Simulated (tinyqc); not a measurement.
Telling the models apart: thermal, flicker and telegraph noise of a field-effect transistor. Computed by tinyqc, a small Python program. Command: `OMP_NUM_THREADS=1 python tinyqc.py 3026427 3026428 out.jsonl noise walk`. One thread of a shared host (Intel(R) Xeon(R) Processor @ 2.30GHz), about 0.01 s of CPU time with the checks.

Strong inversion, threshold roll-off and channel-length modulation left out; noise sources are uncorrelated and are given as one-sided spectral densities.

Inputs (values chosen for the exercise, modelled on a high-k silicon transistor):

| quantity | value | unit |
|---|---|---|
| width W | 13 | micrometre |
| length L | 670 | nm |
| electrical oxide thickness t | 5.2 | nm |
| mobility mu | 120 | cm^2/(V s) |
| saturation velocity v_s | 0.95 | 1e7 cm/s |
| oxide trap density N_t | 2.3e+16 | 1/(eV cm^3) |
| oxide barrier phi | 1.5 | eV |
| oxide mass m_ox | 0.35 | m_0 |
| Coulomb scattering coefficient alpha_sc | 14000 | V s/C |
| frequency f | 8000 | Hz |
| temperature T | 300 | K |

Operating region: saturation. Flicker model: number with correlated mobility.

Constants: eps_0 = 8.8541878128e-12 F/m; hbar = 1.054571817e-34 J s; m_0 = 9.1093837015e-31 kg; e = 1.602176634e-19 C; k_B = 8.617333262e-05 eV/K.

Method. C_ox = 3.9 eps_0/t; V_c = 2 v_s L/mu; I = W C_ox v_s V_ov^2/(V_ov + V_c); g_m = W C_ox v_s V_ov (V_ov + 2 V_c)/(V_ov + V_c)^2; g_d0 = mu C_ox (W/L) V_ov. Tunnelling length lambda = hbar/(2 sqrt(2 m_ox phi)); flat-band noise S_Vfb = e^2 k_B T lambda N_t/(W L C_ox^2 f). S_I = g_m^2 S_Vfb (1 + alpha_sc mu C_ox I/g_m)^2.

Against the overdrive:

| V_ov (V) | I (microampere) | (g_m/I)^2 (1/V^2) | S_I/I^2 (1/Hz) | S_I/g_m^2 (V^2/Hz) |
|---|---|---|---|---|
| 0.20 | 30.35 | 98.158 | 8.1297e-14 | 8.2822e-16 |
| 0.25 | 47.21 | 62.535 | 5.4478e-14 | 8.7116e-16 |
| 0.32 | 76.85 | 37.927 | 3.5402e-14 | 9.3342e-16 |
| 0.40 | 119.20 | 24.100 | 2.4286e-14 | 1.0077e-15 |
| 0.50 | 184.57 | 15.288 | 1.6898e-14 | 1.1053e-15 |
| 0.63 | 289.64 | 9.521 | 1.1809e-14 | 1.2403e-15 |
| 0.80 | 460.08 | 5.819 | 8.3275e-15 | 1.4310e-15 |
| 1.00 | 706.49 | 3.663 | 6.1405e-15 | 1.6764e-15 |

What follows from these numbers?

S_I/I^2 falls as V_ov^-1.79 at first and V_ov^-1.37 at the end; (g_m/I)^2 as V_ov^-2.02 and V_ov^-2.07. The input-referred noise rises by a factor 2.02, because trapped charge also scatters, and that term grows with I/g_m.
